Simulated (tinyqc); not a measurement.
Worked calculation: plane-wave Kohn-Sham cycle with exchange-only LDA in a layered model solid. Computed by tinyqc, a small Python program that keeps every step. Settings: points = 16, plane-wave index or count = 2, electrons = 2, k points = 2, area = 17.0, mixing = 1.0, iteration cap = 71, Kerker q0 = 1.44. Command: `OMP_NUM_THREADS=1 python tinyqc.py 26615 26616 out.jsonl` (the two numbers bound the seeds that draw the settings). One thread of a shared host (Intel(R) Xeon(R) Processor @ 2.60GHz), about 0.01 s of CPU time with the checks. Later iterations appear only in the table of the cycle.

## Iteration 1: potential

A solid whose potential varies along x alone (atomic units):
```
parameter                      value
period a                    5.300000
cross-section of the cell  17.000000
electrons per cell                 2
grid points                       16
plane waves -n..n, n               2
k points                           2
V1 in V1 cos(2 pi x/a)     -0.140000
V2 in V2 cos(4 pi x/a)      0.070000
```

density at the start, on the grid x_j = j a/N (e/bohr^3): 0.02219756  0.02219756  0.02219756  0.02219756  0.02219756  0.02219756  0.02219756  0.02219756  0.02219756  0.02219756  0.02219756  0.02219756  0.02219756  0.02219756  0.02219756  0.02219756

V_H(G) = 4 pi rho(G)/G^2 for G != 0 (uniform background); v_x = -(3 rho/pi)^(1/3); V = V_ext + V_H + v_x; Fourier components f(G_m) = (1/N) sum_j f(x_j) exp(-i G_m x_j).

Potentials on the grid (hartree):
```
x             V_ext       V_H        v_x          V
0.000000  -0.070000  0.000000  -0.276753  -0.346753
0.331250  -0.079846  0.000000  -0.276753  -0.356599
0.662500  -0.098995  0.000000  -0.276753  -0.375748
0.993750  -0.103073  0.000000  -0.276753  -0.379826
1.325000  -0.070000  0.000000  -0.276753  -0.346753
1.656250   0.004078  0.000000  -0.276753  -0.272675
1.987500   0.098995  0.000000  -0.276753  -0.177758
2.318750   0.178841  0.000000  -0.276753  -0.097912
2.650000   0.210000  0.000000  -0.276753  -0.066753
2.981250   0.178841  0.000000  -0.276753  -0.097912
3.312500   0.098995  0.000000  -0.276753  -0.177758
3.643750   0.004078  0.000000  -0.276753  -0.272675
3.975000  -0.070000  0.000000  -0.276753  -0.346753
4.306250  -0.103073  0.000000  -0.276753  -0.379826
4.637500  -0.098995  0.000000  -0.276753  -0.375748
4.968750  -0.079846  0.000000  -0.276753  -0.356599
```

V(G_m), m = 0, 1, 2, ... (hartree): -0.276753  -0.070000  0.035000  0.000000  0.000000

## Iteration 1: Hamiltonian at one k

k = 0.250000 2 pi / a

H(m,m') = (k + G_m)^2/2 delta + V(G_m - G_m'), with V(-G) = V(G).

H (hartree), lower triangle:
```
           -2         -1         +0         +1        +2
-2   1.875306
-1  -0.070000   0.118523
+0   0.035000  -0.070000  -0.232833
+1   0.000000   0.035000  -0.070000   0.821236
+2   0.000000   0.000000   0.035000  -0.070000  3.280732
```

## Iteration 1: levels at that k

Diagonalise the Hermitian matrix.

eigenvalues (hartree): -0.250375  0.125530  0.825924  1.878773  3.283113

## Iteration 1: new density

Motion across x is left out: the lowest 1 band(s) hold two electrons at each of the k points (j + 1/2)/nk - 1/2. Residual R = rho(out) - rho(in); rho(new) = rho(in) + 1 R, with R(G) scaled by G^2/(G^2 + 1.44^2) (Kerker). rho(out) = 2/(a A nk) sum |psi|^2 with psi = sum c exp(i G x). Harris energy E = band energy - dV sum rho (V_H/2 + v_x) + (3/4) dV sum rho v_x with rho(in), dV = a A/N, band energy = (2/nk) sum of the filled levels.

rho(out) (e/bohr^3): 0.03195799  0.03134147  0.02948362  0.02645138  0.02256539  0.01845839  0.01490366  0.01253899  0.01171713  0.01253899  0.01490366  0.01845839  0.02256539  0.02645138  0.02948362  0.03134147

density after iteration 1 (e/bohr^3): 0.02598060  0.02579093  0.02516935  0.02403979  0.02246700  0.02073130  0.01921859  0.01822822  0.01788998  0.01822822  0.01921859  0.02073130  0.02246700  0.02403979  0.02516935  0.02579093

energy per cell = -0.36237366 hartree

## Iteration 2: potential

As before.

Potentials on the grid (hartree):
```
x             V_ext        V_H        v_x          V
0.000000  -0.070000   0.036224  -0.291658  -0.325434
0.331250  -0.079846   0.033637  -0.290946  -0.337155
0.662500  -0.098995   0.026145  -0.288590  -0.361440
0.993750  -0.103073   0.014615  -0.284206  -0.372665
1.325000  -0.070000   0.000596  -0.277868  -0.347272
1.656250   0.004078  -0.013774  -0.270520  -0.280216
1.987500   0.098995  -0.026149  -0.263773  -0.190928
2.318750   0.178841  -0.034478  -0.259162  -0.114799
2.650000   0.210000  -0.037409  -0.257549  -0.084958
2.981250   0.178841  -0.034478  -0.259162  -0.114799
3.312500   0.098995  -0.026149  -0.263773  -0.190928
3.643750   0.004078  -0.013774  -0.270520  -0.280216
3.975000  -0.070000   0.000596  -0.277868  -0.347272
4.306250  -0.103073   0.014615  -0.284206  -0.372665
4.637500  -0.098995   0.026145  -0.288590  -0.361440
4.968750  -0.079846   0.033637  -0.290946  -0.337155
```

V(G_m), m = 0, 1, 2, ... (hartree): -0.276209  -0.060202  0.035519  0.000082  -0.000013

## Iteration 2: Hamiltonian at one k

k = 0.250000 2 pi / a

As before.

H (hartree), lower triangle:
```
           -2         -1         +0         +1        +2
-2   1.875850
-1  -0.060202   0.119067
+0   0.035519  -0.060202  -0.232289
+1   0.000082   0.035519  -0.060202   0.821780
+2  -0.000013   0.000082   0.035519  -0.060202  3.281276
```

## Iteration 2: levels at that k

As before.

eigenvalues (hartree): -0.245619  0.123827  0.825754  1.878584  3.283139

## Iteration 2: new density

As before.

rho(out) (e/bohr^3): 0.03044402  0.02998640  0.02855845  0.02610245  0.02278398  0.01911510  0.01582692  0.01358628  0.01279776  0.01358628  0.01582692  0.01911510  0.02278398  0.02610245  0.02855845  0.02998640

density after iteration 2 (e/bohr^3): 0.02767741  0.02741141  0.02654051  0.02494950  0.02269881  0.02014775  0.01784507  0.01628158  0.01573428  0.01628158  0.01784507  0.02014775  0.02269881  0.02494950  0.02654051  0.02741141

energy per cell = -0.35575726 hartree

## Convergence

Stop when sqrt(dV sum R^2) is below 1e-8, dV = a A/N.

Course of the cycle:
```
iteration  E (hartree)  norm of the residual
1          -0.36237366              6.86e-02
2          -0.35575726              3.22e-02
3          -0.35435389              1.51e-02
4          -0.35405685              7.04e-03
5          -0.35399308              3.30e-03
6          -0.35397923              1.55e-03
7          -0.35397621              7.27e-04
8          -0.35397554              3.41e-04
9          -0.35397539              1.60e-04
10         -0.35397536              7.52e-05
11         -0.35397535              3.53e-05
12         -0.35397535              1.66e-05
13         -0.35397535              7.78e-06
14         -0.35397535              3.65e-06
15         -0.35397535              1.72e-06
16         -0.35397535              8.05e-07
17         -0.35397535              3.78e-07
18         -0.35397535              1.78e-07
19         -0.35397535              8.34e-08
20         -0.35397535              3.91e-08
21         -0.35397535              1.84e-08
22         -0.35397535              8.63e-09
```

Converged in 22 iterations. Before convergence this energy mixes input and output and is not variational, so it may rise towards its limit.
